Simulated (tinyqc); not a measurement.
From results back to parameters: heavy doping: gap narrowing, degeneracy and the minority density. Two cases, with inputs chosen for the exercise.

Problem. Narrowing at two dopings was computed from hidden E0 and N0, with N0 below Na.

Empirical narrowing (Slotboom form, constants chosen for the exercise; published fits of this form give the apparent narrowing, here it is taken as the true one): dEg = E0 [ln(N/N0) + sqrt(ln(N/N0)^2 + C)].

Find: N0; E0.

Method. The ratio dEg(Nb)/dEg(Na) depends on N0 alone and rises steadily with it; solve for ln N0 by bisection, then E0 from either value.

Case 1.

Values chosen (out of a larger set: gap and densities of states near those of Si at this temperature; narrowing constants near the fits for Si; not measured data): C = 0.5 (smoothing constant); Na = 1.2e+18 1/cm^3; Nb = 3.6e+19 1/cm^3.

dEg(Na) = 33.1204 meV
dEg(Nb) = 80.5021 meV

Solution.

N0 = 1.2e+17 1/cm^3
E0 = 7.03 meV

Case 2.

Values chosen (out of a larger set: gap and densities of states near those of GaAs at this temperature; narrowing constants of the size fitted for Si, not for this material; not measured data): C = 0.5 (smoothing constant); Na = 1.2e+18 1/cm^3; Nb = 3.6e+19 1/cm^3.

dEg(Na) = 44.3804 meV
dEg(Nb) = 107.8706 meV

Solution.

N0 = 1.2e+17 1/cm^3
E0 = 9.42 meV

Computed by tinyqc, one run a case: `OMP_NUM_THREADS=1 python tinyqc.py N N+1 out.jsonl` with N = 1652568, 1652610; one thread of a shared Intel(R) Xeon(R) Processor @ 2.30GHz, about 0.02 s a run at most.
